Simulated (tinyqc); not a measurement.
Dielectric constant under pressure: Penn model of the dielectric constant and Phillips ionicity.

n = 32/a^3; Ep^2 = 8 pi c e2 n with c = hbar^2/2m0, e2 = e^2/(4 pi eps0); EF = c (3 pi^2 n)^(2/3); eps = 1 + (Ep/Eg)^2 S with S = 1 - Eg/(4 EF) + (Eg/(4 EF))^2/3, Eg the Penn gap. Core d shells are left out.

Phillips: bond length d = sqrt(3) a/4; homopolar gap Eh = 39.74 d^(-2.48) eV (d in angstrom); Eg^2 = Eh^2 + C^2; ionicity fi = C^2/Eg^2.

Constants: hbar^2/2m0 = 3.80998211 eV angstrom^2; e^2/(4 pi eps0) = 14.39964547 eV angstrom.

Parameters, chosen for this exercise (out of a larger set: near those of Ge; not measured data): a = 5.669 angstrom (cubic lattice constant, 32 valence electrons a cell); C0 = 0 eV (ionic gap, held fixed).

The lattice constant is scaled by the factor listed; C = C0.

Results:

| factor | Eh (eV) | Eg (eV) | Ep (eV) | eps | fi |
|---|---|---|---|---|---|
| 0.94 | 4.996 | 4.996 | 17.076 | 11.589 | 0.000 |
| 0.96 | 4.742 | 4.742 | 16.545 | 12.047 | 0.000 |
| 0.99 | 4.394 | 4.394 | 15.799 | 12.750 | 0.000 |
| 1.00 | 4.286 | 4.286 | 15.562 | 12.990 | 0.000 |
| 1.01 | 4.181 | 4.181 | 15.332 | 13.231 | 0.000 |
| 1.02 | 4.080 | 4.080 | 15.107 | 13.475 | 0.000 |
| 1.04 | 3.888 | 3.888 | 14.673 | 13.971 | 0.000 |

Give the missing row, factor = 0.98.

Computed row:
```
factor  Eh (eV)  Eg (eV)  Ep (eV)     eps     fi
0.98      4.506    4.506   16.041  12.513  0.000
```

d ln eps/d ln a = +1.85 around factor 1: eps falls under compression. Ep^2 goes as a^-3 and Eh^2 as a^-4.96; with C fixed Eg^2 goes as a^-4.96 at fi = 0.000, and leaving S aside the two powers balance at fi = 0.395. The slope is a difference of two powers and the model omits d shells and any change of C, so it is no prediction for a real crystal; eps from C0 (row 1.00) need not match a measured ei.

Computed by tinyqc, a small Python program: `OMP_NUM_THREADS=1 python tinyqc.py 1652344 1652345 out.jsonl` (the numbers bound the seed that draws the inputs); one thread of a shared host (Intel(R) Xeon(R) Processor @ 2.30GHz), about 0.01 s for the whole set of steps.
